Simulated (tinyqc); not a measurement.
## Thickness from two neighbouring fringes

Problem. At normal incidence a transparent film with an index between those of air and substrate, taken as constant, has reflectance minima at 2 n1 d = (m + 1/2) lam (small phase shifts at the substrate neglected). Find d and the order m of the shorter wavelength.

Inputs (values chosen for the exercise): index of the transparent film n1 = 1.674.

wavelengths of two neighbouring reflectance minima (nm): [433, 529.22222]

Answer. Neighbouring orders differ by one: 2 n1 d (1/lam1 - 1/lam2) = 1.

d = 711 nm
m = 5

tinyqc, about 0.3 s, one thread, Intel Xeon 2.30GHz (shared host): `OMP_NUM_THREADS=1 python tinyqc.py 2870218 2870219 out.jsonl`
